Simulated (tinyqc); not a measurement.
Barrier height: exchange-split free-electron bands and tunnelling magnetoresistance.

Majority and minority bands E = c k^2/m -/+ Dx/2, c = hbar^2/2m0, so k_up = sqrt(m (EF + Dx/2)/c), k_dn = sqrt(m (EF - Dx/2)/c); n_s = k_s^3/(6 pi^2), D_s = m k_s/(4 pi^2 c).

Barrier: kappa = sqrt(mb phi/c), c = hbar^2/2m0. With a = k1/m, b = k2/m, w = kappa/mb, the transmission at normal incidence is T(k1, k2) = 4 a b w^2/[w^2 (a + b)^2 + (w^2 + a^2)(w^2 + b^2) sinh^2(kappa d)]. Parallel: G_P = T(up, up) + T(dn, dn); antiparallel: G_AP = 2 T(up, dn); TMR = (G_P - G_AP)/G_AP. Julliere: TMR = 2 P^2/(1 - P^2). Slonczewski factor: P_eff = P_k (w^2 - a_up a_dn)/(w^2 + a_up a_dn), P_k = (k_up - k_dn)/(k_up + k_dn).

Constants: hbar^2/2m0 = 3.80998211 eV angstrom^2.

Inputs chosen for the exercise: EF = 5.79 eV (Fermi energy above the mean band bottom); Dx = 8.04 eV (exchange splitting); m = 1.37 m0 (mass in the electrodes); mb = 0.4 m0 (mass in the barrier); d = 17.5 angstrom (barrier thickness).

Results:
```
phi (eV)  w (1/angstrom)    P_eff  TMR (%)       G_P
0.20               0.362  -0.2897    17.90    0.0262
0.40               0.512  -0.2039     8.67   0.00434
0.70               0.678  -0.1088     2.40  0.000487
1.0                0.810  -0.0395     0.31  7.92e-05
1.5                0.992   0.0421     0.36  6.18e-06
2.0                1.146   0.0983     1.95  7.02e-07
3.0                1.403   0.1708     6.01  1.77e-08
6.0                1.984   0.2676    15.43  4.03e-12
10                 2.562   0.3162    22.21  9.36e-16
```

Give the missing row, phi (eV) = 4.0.

Computed row:
```
phi (eV)  w (1/angstrom)   P_eff  TMR (%)       G_P
4.0                1.620  0.2154     9.73  7.78e-10
```

P_eff vanishes where w^2 = a_up a_dn, at phi = 1.22 eV, inside the table; the lowest TMR listed is 0.31 % at 1 eV. TMR is 17.9 % at the lowest barrier and 22.2 % at the highest, against 38.9 % for Julliere with P_k; P_eff tends to +P_k for very high barriers and to -P_k for very low ones. G_P falls by 13.4 decades.

(tinyqc, `OMP_NUM_THREADS=1 python tinyqc.py 1651645 1651646 out.jsonl`, Intel(R) Xeon(R) Processor @ 2.30GHz, 1 thread, shared host, about 0.01 s.)
